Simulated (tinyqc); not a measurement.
# Changing the phonon damping

Model: single-oscillator infrared dielectric function of a polar cubic crystal. Computed by tinyqc, a small Python program. Command: `OMP_NUM_THREADS=1 python tinyqc.py 3008547 3008548 out.jsonl infrared sweep`. One thread of a shared host (Intel(R) Xeon(R) Processor @ 2.30GHz), about 0.01 s of CPU time with the checks.

One ion pair, charges +Z* and -Z*, in a cell of volume Omega = a^3/4. Frequencies omega are given as wavenumbers (1/cm); eps_s is the static dielectric constant.

Inputs (values chosen for the exercise, modelled on sodium chloride):
```
quantity,value,unit
lattice constant a,5.64,angstrom
mass M_A,22.99,u
mass M_B,35.45,u
omega_TO,162,1/cm
Born charge Z*,1.11,e
eps_inf,2.33,-
probe frequency / omega_TO,1.23,-
```

Structure: rock salt. Free carriers: absent.

Constants: nu for 1 eV/(angstrom^2 u) = 15.6333042 THz; 1 THz = 33.35640952 1/cm; e^2/(4 pi eps_0) = 14.39964548 eV angstrom.

Method:
- mu = M_A M_B/(M_A + M_B); ionic plasma term W^2 = 4 pi Z*^2 (e^2/(4 pi eps_0))/(Omega mu) in eV/(angstrom^2 u), turned into 1/cm by W = 15.6333042 x 33.35640952 x sqrt(W^2); omega_LO^2 = omega_TO^2 + W^2/eps_inf; eps_s = eps_inf + W^2/omega_TO^2; Szigeti charge 3 Z*/(eps_inf + 2); longitudinal (Callen) charge Z*/eps_inf.
- eps(omega) = eps_inf + W^2/(omega_TO^2 - omega^2 - i gamma omega); n + i k = sqrt(eps) with k >= 0; R = |(n + i k - 1)/(n + i k + 1)|^2 at normal incidence from vacuum.
- omega is the probe ratio times omega_TO. Intensity decays over 1/(4 pi omega k); the loss function is Im(-1/eps).

One run for each value:
```
phonon damping gamma (1/cm),reflectivity R,k,n,Im eps,penetration depth of the intensity (micrometre)
0.32,0.9947,2.207,0.0077,0.034,1.810
0.66,0.9892,2.207,0.0159,0.070,1.810
1.40,0.9772,2.207,0.0338,0.149,1.810
2.80,0.9550,2.205,0.0676,0.298,1.811
5.70,0.9105,2.200,0.1371,0.603,1.816
12.00,0.8214,2.175,0.2850,1.240,1.836
24.00,0.6773,2.088,0.5440,2.272,1.913
49.00,0.4650,1.811,0.9447,3.422,2.205
```

What does the table show, and why?

Over the rows, reflectivity R falls from 0.995 to 0.465 (exponent d ln y / d ln x -0.0077 between the first rows and -0.53 between the last); k falls from 2.21 to 1.81; n rises from 0.00773 to 0.945 (exponent d ln y / d ln x 1.00 between the first rows and 0.77 between the last). Away from the resonance the phonon part of Im eps is proportional to gamma; inside a band of negative Re eps damping lets energy in and lowers R.
